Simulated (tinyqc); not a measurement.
Gap and superfluid density against temperature: BCS gap equation with a constant attraction inside the Debye window. Computed by tinyqc, a small Python program. Command: `OMP_NUM_THREADS=1 python tinyqc.py 3017381 3017382 out.jsonl bcs walk`. One thread of a shared host (Intel(R) Xeon(R) Processor @ 2.30GHz), about 0.01 s of CPU time with the checks.

Pairs attract with strength V for |xi| < k_B Theta; N(0) is the density of states for one spin. Energies are given as temperatures (E/k_B, in K) unless marked.

Inputs (values chosen for the exercise, modelled on niobium): coupling N(0)V = 0.284; Debye temperature Theta = 277 K.

Solver: secant.

Constants: k_B = 8.617333262e-05 eV/K.

Method:
- At T = 0 the gap equation 1/(N(0)V) = int_0^Theta d xi/sqrt(xi^2 + Delta^2) has the integral arcsinh(Theta/Delta), so Delta_0 = Theta/sinh(1/(N(0)V)); weak coupling gives 2 Theta exp(-1/(N(0)V)).
- Gap equation: 1/(N(0)V) = I(Delta, T) = int_0^Theta tanh(E/2T)/E d xi, E = sqrt(xi^2 + Delta^2); 64 Gauss-Legendre points in y with xi = max(Delta, T) sinh(y).
- T_c solves I(0, T_c) = 1/(N(0)V); the weak-coupling form is T_c = (2 e^C/pi) Theta exp(-1/(N(0)V)) with Euler's C = 0.5772157, and 2 Delta_0/T_c then tends to 2 pi e^-C = 3.528.
- Interpolation tanh(1.74 sqrt(T_c/T - 1)); near T_c, 1.74 sqrt(1 - T/T_c). Clean-limit superfluid fraction 1 - (1/2T) int_0^(40 T) cosh^-2(E/2T) d xi (64 points); two-fluid rule 1 - (T/T_c)^4.

T_c = 9.28615 K

Delta_0 = 16.3940 K

Reduced quantities:

| T/T_c | Delta/Delta_0 | tanh form | square-root form | superfluid fraction | two-fluid rule |
|---|---|---|---|---|---|
| 0.10 | 1.00000 | 0.99994 | 1.6507 | 1.00000 | 0.99990 |
| 0.20 | 0.99988 | 0.99810 | 1.5563 | 0.99886 | 0.99840 |
| 0.30 | 0.99713 | 0.99022 | 1.4558 | 0.98185 | 0.99190 |
| 0.40 | 0.98507 | 0.97221 | 1.3478 | 0.92817 | 0.97440 |
| 0.50 | 0.95697 | 0.94023 | 1.2304 | 0.83449 | 0.93750 |
| 0.60 | 0.90712 | 0.88975 | 1.1005 | 0.70728 | 0.87040 |
| 0.70 | 0.82895 | 0.81411 | 0.9530 | 0.55440 | 0.75990 |
| 0.80 | 0.71125 | 0.70137 | 0.7782 | 0.38242 | 0.59040 |
| 0.90 | 0.52653 | 0.52267 | 0.5502 | 0.19637 | 0.34390 |
| 0.95 | 0.38047 | 0.37925 | 0.3891 | 0.09928 | 0.18549 |
| 0.98 | 0.24369 | 0.24358 | 0.2461 | 0.03995 | 0.07763 |

What does the comparison show, and why?

The tanh form misses the gap by at most about 0.017 (at T/T_c = 0.6); the square-root form is within 3 % only from T/T_c = 0.95. The gap keeps 99 % of Delta_0 up to T/T_c = 0.3, since quasiparticles are exponentially few. The two-fluid rule exceeds the BCS superfluid fraction most, by 0.21, at T/T_c = 0.8.
